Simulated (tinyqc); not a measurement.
# Changing the salt concentration c

Model: a particle near a wafer in liquid: double-layer and van der Waals forces (DLVO), deposition barrier and removal. Computed by tinyqc, a small Python program. Command: `OMP_NUM_THREADS=1 python tinyqc.py 3110302 3110303 out.jsonl dlvo sweep`. One thread of a shared host (Intel(R) Xeon(R) Processor @ 2.30GHz), about 0.01 s of CPU time with the checks.

Sphere and flat wall, Derjaguin approximation, constant potentials in the linear-superposition form, no retardation and no hydration force.

Inputs (values chosen for the exercise, of the order of those for silica on silicon in water):
```
quantity                             value  unit
particle radius R                       22    nm
Hamaker constant A                 1.3e-20     J
potential of the particle psi_1        -49    mV
potential of the wafer psi_2           -38    mV
valence z of the symmetric salt          1     -
temperature T                          323     K
dielectric constant of the liquid     69.9     -
```

Constants: e = 1.602176634e-19 C; N_A = 6.02214076e+23 1/mol; eps_0 = 8.8541878128e-12 F/m; k_B = 1.380649e-23 J/K; k_B = 8.617333262e-05 eV/K.

Method:
- kappa^2 = 2 z^2 e^2 N_A (1000 c)/(eps eps_0 k_B T); gamma_i = tanh(z e psi_i/(4 k_B T)); Z = 64 pi eps eps_0 (k_B T/(z e))^2 gamma_1 gamma_2.
- U(h) = Z R exp(-kappa h) - A R/(6 h); F(h) = -dU/dh = kappa Z R exp(-kappa h) - A R/(6 h^2), positive for repulsion.
- F = 0 reads x^2 exp(-x) = y with x = kappa h and y = A kappa/(6 Z); the left side peaks at x = 2 with 4/e^2 = 0.5413, so roots exist for smaller y: x < 2 is the barrier, x > 2 the secondary minimum.

One run for each value; columns: (1) salt concentration c (mol/L); (2) barrier height (k_B T); (3) energy at the secondary minimum (k_B T); (4) Debye length (nm); (5) position of the barrier (nm):
```
(1)          (2)          (3)     (4)     (5)
1.00e-05  59.316  -9.2167e-03  94.483  4.0371
1.00e-04  55.230  -3.2922e-02  29.878  2.3098
3.00e-04  52.324  -6.0876e-02  17.250  1.7778
1.00e-03  48.141  -1.2023e-01   9.448  1.3416
3.00e-03  43.166  -2.2551e-01   5.455  1.0450
1.00e-02  36.117  -4.5435e-01   2.988  0.8039
3.00e-02  27.923  -8.7307e-01   1.725  0.6434
1.00e-01  16.742  -1.8274e+00   0.945  0.5205
3.00e-01   4.592  -3.7156e+00   0.545  0.4561
```

Give the missing row, salt concentration c (mol/L) = 3.00e-05.

Computed row; columns: (1) salt concentration c (mol/L); (2) barrier height (k_B T); (3) energy at the secondary minimum (k_B T); (4) Debye length (nm); (5) position of the barrier (nm):
```
(1)          (2)          (3)     (4)     (5)
3.00e-05  57.648  -1.6881e-02  54.550  3.0890
```

Interpolating between the two neighbouring rows (the first column on a logarithmic scale, the others too where they are positive) misses most in energy at the secondary minimum (k_B T), by 22 %. Over the rows, barrier height (k_B T) falls from 59.3 to 4.59 (exponent d ln y / d ln x -0.026 between the first rows and -1.2 between the last); energy at the secondary minimum (k_B T) falls from -0.00922 to -3.72 (exponent d ln y / d ln x 0.55 between the first rows and 0.65 between the last); Debye length (nm) falls from 94.5 to 0.545 (exponent d ln y / d ln x about -0.50 throughout).  Left out: 1.00 (a listed quantity is not defined there).

Caution (rows 1.00e-5, 3.00e-5, 1.00e-4, 3.00e-4, 0.00100): kappa R is not large, so the Derjaguin approximation is only rough at gaps of the order of the Debye length.

Extremes, crossings and ranges named in words are read from the listed rows.
